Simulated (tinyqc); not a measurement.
Inside a calculation. Method: one-electron ion in a basis of Gaussians. One step of it, computed by the program tinyqc.

Question. Generalised eigenproblem. Solve H C = S C e through S^(-1/2); each column has its largest component positive (the first on a tie).

H = T + V (hartree):
```
,1,2
1,-6.764016,-7.595960
2,-7.595960,-9.610937
```

S:
```
,1,2
1,1.000000,0.802522
2,0.802522,1.000000
```

Give: eigenvalues of S; eigenvalues; coefficients.

Answer.

eigenvalues of S: 0.1975  1.8025

eigenvalues (hartree): -9.6161  -2.1356

coefficients:
```
,1,2
1,-0.0440,1.6755
2,1.0349,-1.3184
```

For Z = 5 and l = 0 the exact lowest level is -Z^2/(2 n^2) with n = l + 1: -12.500000 hartree.
